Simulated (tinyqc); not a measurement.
Haynes-Shockley experiment: drift, diffusion and decay of a minority-carrier pulse: one step, computed by the program tinyqc. Command: `OMP_NUM_THREADS=1 python tinyqc.py 3111582 3111583 out.jsonl haynes walk`. One thread of a shared host (Intel(R) Xeon(R) Processor @ 2.30GHz), about 0.01 s of CPU time with the checks.

A thin sheet of excess carriers is made at x = 0, t = 0 in a long uniform bar; injection is low, so the pulse moves with the minority mobility.

Problem. Two distances. dn(x, t) = N0/sqrt(4 pi D t) exp(-(x - v t)^2/(4 D t) - t/tau). At fixed x the signal peaks where d ln(dn)/dt = 0: a t^2 + t/2 - x^2/(4 D) = 0 with a = v^2/(4 D) + 1/tau. Differences remove part of the bias: mu = (d2 - d)/(F (t_p2 - t_p)). The time-integrated signal is A(x) = (N0/u) exp(x (v - u)/(2 D)), u = sqrt(v^2 + 4 D/tau); the simple lifetime is tau = (t_p2 - t_p)/ln(A(d)/A(d2)).

Inputs (values chosen for the exercise, modelled on electrons in p-type germanium in a lightly doped bar):
```
quantity,value,unit
lifetime tau,220,microsecond
temperature T,300,K
field F,3,V/cm
distance d to the collector,0.16,cm
second distance d2,0.33,cm
```

drift velocity v = 10560 cm/s

D = 90.99904 cm^2/s

time of the peak t_p = 14.25772 microsecond

Give: t_p2; mobility from two distances; area ratio A(d)/A(d2); lifetime from areas.

Solution.

t_p2 = 30.23 microsecond

mobility from two distances = 3548 cm^2/(V s)

area ratio A(d)/A(d2) = 1.076

lifetime from areas = 219.0 microsecond
